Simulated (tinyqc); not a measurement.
Trench capacitor in an array: capacitance, non-linearity, leakage and relaxation: one step of the calculation.

A film between two metal electrodes, each interface adding a series capacitance ci. The small-signal permittivity is ek (1 + aq E^2); the field is found with the linear permittivity. Leakage J = J0 sinh(E/Ef). After a voltage step the film passes a relaxation current kr C V tt^(-nr), tt being the time in seconds. The sidewall is a coaxial capacitor with radii a = dm/2 - t and b = dm/2, depth AR dm; the end face is left out.

Problem. Cell capacitance, fields and time constant. Per length 1/c = ln(b/a)/(2 pi eps0 ek) + (1/a + 1/b)/(2 pi ci); cell capacitance c AR dm; per footprint over pt^2; fields c V/(2 pi eps0 ek r) at r = a and b; resistance of the inner electrode rho AR dm/(pi a^2); time constant R C/3 of the distributed line.

Inputs (values chosen for the exercise); permittivity of the order of that of tantalum oxide:
- ek = 25.9 (relative permittivity of the film)
- t = 9 nm (film thickness)
- ci = 1000 uF/cm^2 (capacitance of each electrode interface (dead layer and screening))
- V = 1.8 V (bias)
- dm = 54 nm (diameter of the hole)
- AR = 70 (aspect ratio, depth over diameter)
- pt = 110 nm (pitch of the square array)
- rho = 1800 uohm cm (resistivity of the inner electrode)

Constants: eps0 = 8.8541878128e-14 F/cm where lengths are in cm. Results are converted to the units shown.

Wanted: a; b; cell capacitance; capacitance per footprint; field at a; field at b; R; R C/3.

Solution.

a = 18.000 nm
b = 27.000 nm
cell capacitance = 13.363 fF
capacitance per footprint = 110.44 uF/cm^2
field at a = 2.4535 MV/cm
field at b = 1.6356 MV/cm
R = 66.845 kohm
R C/3 = 297.75 ps

The array gives 43.6 times the planar capacitance per footprint; curvature makes the field at the inner electrode 1.23 times the planar value.

tinyqc, about 0.01 s, one thread, Intel Xeon 2.30GHz (shared host): `OMP_NUM_THREADS=1 python tinyqc.py 2102092 2102093 out.jsonl`
